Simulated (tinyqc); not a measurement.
Inside a calculation: type-II superlattice in the two-band Kane model. Values are carried at full precision from step to step, so a last printed digit may differ when a step is redone from the rounded ones.

Motion along the axis, period d = a + b, c = hbar^2/2m0. Conduction and light-hole bands couple: (E - Ec)(E - Ev) = Ep c k^2 in each layer, with mass m(E) = (E - Ev)/Ep, which may be negative. The conduction envelope psi and psi'/m(E) are continuous; a layer carries them by [[cos kt, (m/k) sin kt], [-(k/m) sin kt, cos kt]] (cosh and sinh for k^2 < 0), and cos(q d) = tr(M_B M_A)/2. C1 is the first miniband above EvB, with its bottom at tr/2 = +1 and its top at -1; the gap is the bottom of C1 less the top heavy-hole level HH1.

Constants: hbar^2/2m0 = 3.80998211 eV angstrom^2; hc = 1239.841984 eV nm.

Values chosen for the exercise (near those of an InAs/GaSb superlattice; the results hold for these values, not for the real material):
- a = 23 angstrom (layer A)
- b = 42 angstrom (layer B)
- EcA = 0 eV (conduction edge of A)
- EvA = -0.422 eV (valence edge of A)
- EcB = 0.988 eV (conduction edge of B)
- EvB = 0.166 eV (valence edge of B)
- EpA = 14.6 eV (coupling energy in A)
- EpB = 17.7 eV (coupling energy in B)
- E = 0.506 eV (trial energy)
- mhA = 0.35 m0 (heavy hole in A)
- mhB = 0.25 m0 (heavy hole in B)

## Wave numbers and masses at one energy

Give k^2 and m(E) in both layers.

Layers:
```
layer  k^2 (1/angstrom^2)  m(E) (m0)
A               0.0084416    0.06356
B              -0.0024301    0.01921
```

In B the decay constant is 0.0493 1/angstrom; across the gap of B it peaks at mid-gap, at 0.0500, and vanishes at both edges.

## Transfer matrices

Form M_A, M_B and half the trace of their product.

M_A (angstrom units):
```
          1         2
1  -0.51619   0.59251
2   -1.2380  -0.51619
```

M_B (angstrom units):
```
        1       2
1  4.0272  1.5201
2  10.011  4.0272
```

tr/2 = -0.0538

E lies in a miniband.

## Edges and effective gap

Heavy holes are uncoupled: with e = EvB - E, p = sqrt(mhB e/c), w = sqrt(mhA (EvB - EvA - e)/c), the top level HH1 at q = 0 solves (p/mhB) tan(p b/2) = (w/mhA) tanh(w a/2).

C1 is the first miniband above EvB: bottom at tr/2 = +1, top at -1. The gap is its bottom less HH1; cut-off wavelength hc/gap.

bottom of C1 = 0.4667 eV
top of C1 = 0.5428 eV
HH1 = 0.1148 eV
gap = 0.3519 eV
cut-off = 3.52 micrometre

The bulk edges overlap by 166 meV; confinement lifts the electrons by 467 meV and lowers the holes by 51 meV, which opens the gap. It is 0.83 of the smaller bulk gap.

## Electron mass along the axis

m_z = -2 c f'/d^2 with f = tr/2 differentiated at the bottom of C1 (central difference of 1e-6 eV); compare the bulk edge mass (EcA - EvA)/EpA.

f' = -26.80 1/eV
m_z = 0.0483 m0
bulk edge mass of A = 0.0289 m0

## Checks

- Bottom of C1 from the two-band matrix on a staggered grid of 0.5 angstrom against the transfer matrix, eV: both 0.467.

Computed by tinyqc, a small Python program: `OMP_NUM_THREADS=1 python tinyqc.py 1280536 1280537 out.jsonl` (the numbers bound the seed that draws the inputs); one thread of a shared host (Intel(R) Xeon(R) Processor @ 2.30GHz), about 0.2 s for the whole set of steps.
